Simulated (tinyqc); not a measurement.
# Single-photon avalanche diode, trigger probability and counting, step by step

Program tinyqc, `OMP_NUM_THREADS=1 python tinyqc.py 2630002 2630003 out.jsonl`; Intel Xeon 2.30GHz, shared host, one thread, about 0.01 s. Printed values are rounded.

A multiplication layer of width W with the uniform field V/W; alpha = an exp(-bn/E) for electrons, beta = ap exp(-bp/E) for holes (local model, no dead space). a = alpha W, b = beta W. Electrons enter at x = 0, holes at x = W. P0 is the probability that an electron entering at 0 starts a lasting avalanche, PW the same for a hole entering at W.

Inputs (values chosen for the exercise); ionisation coefficients close to those of silicon:

| symbol | value | unit | meaning |
|---|---|---|---|
| an | 7.04e5 | 1/cm | electron prefactor |
| bn | 1.21 | MV/cm | electron field |
| ap | 1.54e6 | 1/cm | hole prefactor |
| bp | 1.98 | MV/cm | hole field |
| W | 0.3 | um | width of the multiplication layer |
| Vx | 1.9 | V | excess bias |
| eta | 0.62 |  | probability that a photon makes a pair that enters the layer |
| Gd | 8700 | 1/s | thermal generation rate in the layer |
| td | 50 | ns | dead time |
| Cd | 35 | fF | diode capacitance |
| Rq | 100 | kohm | quench resistance |
| pa | 2.3e-8 |  | trapping probability per avalanche carrier |
| tt | 24 | ns | trap release time |
| nph | 9.1e6 | 1/s | photon rate |

Constants: q = 1.602176634e-19 C. Results are converted to the units shown.

## Ionisation integrals at and above breakdown

breakdown voltage VB = 13.77084 V

Breakdown: ln(a/b) = a - b with a not equal to b. VB is given; V = VB + Vx.

E at VB = 0.4590279 MV/cm
a at VB = 1.513183
b at VB = 0.6184845
E at V = 0.5223613 MV/cm
a = 2.083014
b = 1.043416

At VB, ln(a/b) = 0.8947 equals a - b.

## Iteration 1: trigger probability by substitution

P0 at the start = 0.9

PW = 1 - (1 - P0)^(b/a); P0(new) = PW/(PW + (1 - PW) exp(b - a)).

PW = 0.6844387
P0 after iteration 1 = 0.8598259

## Iteration 2: trigger probability by substitution

As before.

PW = 0.6262752
P0 after iteration 2 = 0.8257597

## Course of the iteration: trigger probability by substitution

Stop when P0 changes by less than 1e-9, or after 400 iterations. The rule counts as met only at a root strictly between 0 and 1.

Course of the iteration:
```
iteration         P0  |change|
1          0.8598259    0.0402
2          0.8257597    0.0341
3          0.7983019    0.0275
4          0.7766994    0.0216
5          0.7598987    0.0168
6          0.7469026    0.0130
7          0.7368730    0.0100
8          0.7291394   7.73e-3
9          0.7231771   5.96e-3
...              ...       ...
62         0.7030193   6.91e-9
63         0.7030193   5.34e-9
64         0.7030193   4.13e-9
65         0.7030192   3.19e-9
66         0.7030192   2.47e-9
67         0.7030192   1.91e-9
68         0.7030192   1.47e-9
69         0.7030192   1.14e-9
70         0.7030192  8.80e-10
```

Converged in 70 iterations. At the end each change is about 0.77 times the one before: linear convergence.

## Detection, dark counts, afterpulses and dead-time loss

P0 = 0.7030192
Pm = 0.5828515

Pm is the mean trigger probability of pairs made evenly in the layer. PDP = eta P0; dark counts Gd Pm; avalanche charge Cd Vx/q; afterpulse probability pa (Cd Vx/q) exp(-td/tt) Pm; true rate n = nph PDP + dark counts; measured n/(1 + n td) (non-paralysable) or n exp(-n td) (paralysable); recharge time Rq Cd.

PDP = 0.4358719
dark counts = 5070.808 1/s
avalanche charge = 4.150604e5 electrons
afterpulse probability = 0.06928143 %
true rate = 3.971505e6 1/s
measured, non-paralysable = 3.313522e6 1/s
measured, paralysable = 3.256230e6 1/s
recharge time = 3.5 ns

Dead time hides 17 % of the events in the first model and 18 % in the second.
